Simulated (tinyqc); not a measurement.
p-n diode, drift-diffusion by the Gummel loop with Scharfetter-Gummel fluxes: current against voltage in the dark.

Abrupt junction at x = 0, p side from -Lp, n side to Ln, ohmic contacts. psi is counted from the intrinsic level; n = ni exp((psi - phin)/Vt), p = ni exp((phip - psi)/Vt). Contacts: p side psi = V - Vt ln(Na/ni), p = Na, n = ni^2/Na; n side psi = Vt ln(Nd/ni), n = Nd, p = ni^2/Nd. Constant mobilities, D = mu Vt, Boltzmann statistics, SRH recombination through a mid-gap level, U = (n p - ni^2)/(tp (n + ni) + tn (p + ni)). Current is positive from the p contact to the n contact.

ni = sqrt(Nc Nv) exp(-Eg/(2 Vt)), Eg in volts. Poisson and both continuity equations are solved self-consistently with Scharfetter-Gummel fluxes on a graded mesh of 500 nodes. J_scr is q times the integral of U between -xp and xn. Ideal diffusion current J_id = q ni^2 [Dn coth(wp/Le)/(Le Na) + Dp coth(wn/Lh)/(Lh Nd)] (exp(V/Vt) - 1), Le = sqrt(Dn tn), Lh = sqrt(Dp tp), wp = Lp - xp, wn = Ln - xn, with xp and xn from the depletion approximation (W = sqrt(2 eps0 eps_r (Vbi - V)(1/Na + 1/Nd)/q), xp = W Nd/(Na + Nd), xn = W Na/(Na + Nd), Vbi = Vt ln(Na Nd/ni^2)). Ideality factor = 0.004 V/(Vt ln[J(V + 0.004 V)/J(V)]). Here G = 0.

Parameters, values chosen for the exercise; band and dielectric values close to those of gallium arsenide:
- T = 300 K (temperature)
- Eg = 1.45 eV (band gap)
- eps_r = 13.2 (relative permittivity)
- Nc = 4.47e17 cm^-3 (conduction-band density of states at T)
- Nv = 8.94e18 cm^-3 (valence-band density of states at T)
- Na = 7.9e16 cm^-3 (acceptor density of the p side)
- Nd = 5.7e15 cm^-3 (donor density of the n side)
- mun = 5500 cm^2/(V s) (electron mobility)
- mup = 340 cm^2/(V s) (hole mobility)
- tn = 2e-9 s (SRH lifetime of electrons)
- tp = 6e-7 s (SRH lifetime of holes)
- Lp = 2.5 um (length of the p side)
- Ln = 1.6 um (length of the n side)
- G = 0 cm^-3 s^-1 (uniform generation rate)

Constants: q = 1.602176634e-19 C, kB = 1.380649e-23 J/K, Vt = kB T/q, eps0 = 8.8541878128e-14 F/cm where lengths are in cm. Results are converted to the units shown.

Current against voltage in the dark:

| V (V) | J (A/cm^2) | ideality factor | J_scr/J (%) | J_id (A/cm^2) | share recombining at the contacts (%) | larger minority/doping at -xp and xn |
|---|---|---|---|---|---|---|
| 0.24 | 8.77e-10 | 1.86 | 100 | 6.52e-14 | 0.00711 | 9.10e-16 |
| 0.35 | 8.17e-9 | 1.93 | 99.9 | 4.52e-12 | 0.0529 | 6.37e-14 |
| 0.46 | 7.40e-8 | 1.93 | 99.6 | 3.13e-10 | 0.404 | 4.45e-12 |
| 0.56 | 5.61e-7 | 1.88 | 97.4 | 1.48e-8 | 2.51 | 2.11e-10 |
| 0.67 | 6.04e-6 | 1.65 | 83.2 | 1.02e-6 | 16.1 | 1.47e-8 |
| 0.78 | 1.17e-4 | 1.23 | 40.2 | 7.06e-5 | 57.4 | 1.02e-6 |
| 0.88 | 0.00365 | 1.05 | 10.1 | 0.00332 | 86.2 | 4.73e-5 |
| 0.99 | 0.228 | 1.02 | 1.52 | 0.228 | 94.3 | 0.00313 |
| 1.1 | 14.3 | 1.07 | 0.154 | 15.6 | 95.9 | 0.158 |

What does the comparison show?

J rises from 8.77e-10 to 14.3 A/cm^2; the ideality factor moves up and down between 1.02 and 1.93. Recombination in the depleted layer carries over half of the current up to V = 0.67 V, where the factor is 1.65; it grows roughly as exp(V/2 Vt), so diffusion overtakes it. Where the factor is lowest (V = 0.99 V), J is 0.017 % below the ideal diffusion current. From V = 1.1 V on the minority density at an edge of the layer exceeds a tenth of the doping, and in the last row J is 8.4 % below the ideal value.

Program tinyqc, `OMP_NUM_THREADS=1 python tinyqc.py 2240082 2240083 out.jsonl`; Intel Xeon 2.30GHz, shared host, one thread, about 0.2 s.
